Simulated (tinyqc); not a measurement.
What each parameter does: ellipsoidal valleys in the axes of a wafer and a channel.

Valleys with axes a along x, y and z, two valleys each; inverse mass tensor w = 1/mt + (1/ml - 1/mt) a a. Device axes: z = nz/|nz|, x = nx/|nx|, y = z cross x; in them a = (ax, ay, az). Confinement mass mz = 1/w_zz. In the plane w_ij is replaced by u_ij = w_ij - w_iz w_jz/w_zz (i, j = x, y); density-of-states mass md = 1/sqrt(det u); conductivity mass along x mc = 1/u_xx; ballistic transport mass mx = u_yy/det u, width mass my = 1/u_yy.

Hard walls: E_n = c (n pi/t)^2/mz, c = hbar^2/2m0, n = 1, 2, 3. Non-degenerate share of a valley proportional to md sum_n exp(-E_n/kT); mean 1/mc = sum of share/mc. 1 nm = 10 angstrom.

Constants: hbar^2/2m0 = 3.80998211 eV angstrom^2; kB = 8.617333262e-05 eV/K.

Parameters, chosen for this exercise (near those of the Delta valleys of Si; shifted at random, so the results belong to these values and not to a real crystal): ml = 0.889 m0 (longitudinal mass); mt = 0.193 m0 (transverse mass); nz = (0, 0, 1) (surface normal (confinement)); nx = (1, 0, 0) (channel direction); t = 8.3 nm (thickness of the film); T = 300 K (temperature).

Lowest E1, its share and the mean conductivity mass.

One parameter was then changed.

Results before and after:
```
case,lowest E1 (meV),share,mean mc (m0)
base,6.14,0.4644,0.2442
changed,7.58,0.4990,0.2401
```

Which of these changes was made? (a) t = 7.47 nm; (b) ml = 0.8 m0; (c) mt = 0.212 m0; (d) T = 270 K.
Answer: (a) t = 7.47 nm. Of the candidates, run in turn, only this one gives the changed row.

All candidates:
```
case,lowest E1 (meV),share,mean mc (m0)
base,6.14,0.4644,0.2442
ml = 0.8 m0,6.82,0.4607,0.2426
mt = 0.212 m0,6.14,0.4486,0.2683
t = 7.47 nm,7.58,0.4990,0.2401
T = 270 K,6.14,0.4807,0.2422
```

Program tinyqc; command `OMP_NUM_THREADS=1 python tinyqc.py 1880311 1880312 out.jsonl`; about 0.01 s on one thread of a shared Intel(R) Xeon(R) Processor @ 2.30GHz.
